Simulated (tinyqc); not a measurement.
Modulation-doped quantum well, Poisson-Schroedinger loop with local exchange and correlation: one step of the calculation.

A well of width L centred at z = 0 between barriers Vb; effective-mass electrons, parabolic bands. The electrons come from donor sheets outside the mesh, a share fL of Ns on the left and the rest on the right, so the structure is neutral. Energies are counted from the band edge of the well, with U = 0 on the first node in the Hartree part.

Problem. Levels and probability densities. Tridiagonal Hamiltonian with psi = 0 one step beyond both ends: H_ii = C (1/m_(i-1/2) + 1/m_(i+1/2))/hz^2 + V0_i + U_i, H_(i,i+1) = -C/(m_(i+1/2) hz^2), C = hbar^2/(2 m0). The lowest 2 level(s) are kept, normalised to hz sum |psi|^2 = 1.

Values chosen for this exercise:
- hz = 1.4 nm (mesh step)

Constants: q = 1.602176634e-19 C, hbar = 1.054571817e-34 J s, m0 = 9.1093837015e-31 kg, hbar^2/(2 m0) = 0.0380998212 eV nm^2. Results are converted to the units shown.

fixed potential V0, node 1 to 18 (eV): [0.24700000, 0.24700000, 0.24700000, 0.24700000, 0.24700000, 0.00000000, 0.00000000, 0.00000000, 0.00000000, 0.00000000, 0.00000000, 0.00000000, 0.00000000, 0.24700000, 0.24700000, 0.24700000, 0.24700000, 0.24700000]
self-consistent potential U at the start, node 1 to 18 (eV): [0, 0, 0, 0, 0, 0, 0, 0, 0, 0, 0, 0, 0, 0, 0, 0, 0, 0]
mass on the intervals 1/2, 3/2, ... (mean of both at an interface) (m0): [0.081, 0.081, 0.081, 0.081, 0.081, 0.06125, 0.0415, 0.0415, 0.0415, 0.0415, 0.0415, 0.0415, 0.0415, 0.06125, 0.081, 0.081, 0.081, 0.081, 0.081]

Find: levels; |psi|^2 of E1; |psi|^2 of E2.

Solution.

levels (eV): E1 0.03122, E2 0.12939
|psi|^2 of E1, node 1 to 18 (1/nm): [0.00000, 0.00004, 0.00026, 0.00161, 0.01010, 0.04596, 0.07689, 0.10349, 0.11879, 0.11879, 0.10349, 0.07689, 0.04596, 0.01010, 0.00161, 0.00026, 0.00004, 0.00000]
|psi|^2 of E2, node 1 to 18 (1/nm): [0.00009, 0.00054, 0.00235, 0.00951, 0.03778, 0.11534, 0.11848, 0.06438, 0.00868, 0.00868, 0.06438, 0.11848, 0.11534, 0.03778, 0.00951, 0.00235, 0.00054, 0.00009]

Numbers from tinyqc (`OMP_NUM_THREADS=1 python tinyqc.py 2140019 2140020 out.jsonl`; about 0.2 s on one thread of a shared Intel Xeon 2.30GHz).
